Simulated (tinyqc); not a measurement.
## Transit time and capacitance from two cut-off frequencies

Problem. 1/(2 pi fT) = tauF + Vt C/JC, C the sum of the junction capacitances per area. Find C, tauF and the limit of fT at high current.

Values chosen for this exercise:
- T = 300 K (temperature)

Constants: q = 1.602176634e-19 C, kB = 1.380649e-23 J/K, Vt = kB T/q. Results are converted to the units shown.

JC (mA/um^2): 0.034  0.54
fT (GHz): 42.848727  71.982774

Solution. The delay is a straight line in 1/JC with slope Vt C and intercept tauF.

C = 2.11 fF/um^2
tauF = 2.11 ps
limit of fT = 75.4 GHz

tinyqc, about 0.01 s, one thread, Intel Xeon 2.30GHz (shared host): `OMP_NUM_THREADS=1 python tinyqc.py 2320059 2320060 out.jsonl`
